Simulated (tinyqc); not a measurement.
Vacuum evaporation: vapour pressure, source flux, thickness distribution, purity and step coverage: one step, computed by the program tinyqc.

Molecular flow, unit sticking of the metal, no re-evaporation. The background gas is taken as water vapour (18.015 g/mol, collision diameter 0.37 nm) at 300 K.

Problem. Offset source and rotation. Rotating wafer, source offset by s and facing upwards: thickness at radius r is the mean over the angle a of (1 + (r^2 + s^2 - 2 r s cos a)/h^2)^(-(n + 3)/2), by 360 equal steps; non-uniformity (max - min)/(max + min) over 21 radii from 0 to R.

Inputs (values chosen for the exercise, modelled on titanium, with constants for the liquid):

| quantity | value | unit |
|---|---|---|
| directionality n | 4 | - |
| source-to-wafer distance h | 16 | cm |
| wafer radius R | 7.5 | cm |
| source offset from the axis s/h | 0.72 | - |

Give: centre thickness relative to an axial source; edge over centre, rotating; non-uniformity, rotating.

Solution.

centre thickness relative to an axial source = 0.23182

edge over centre, rotating = 1.1611

non-uniformity, rotating = 7.4540 %
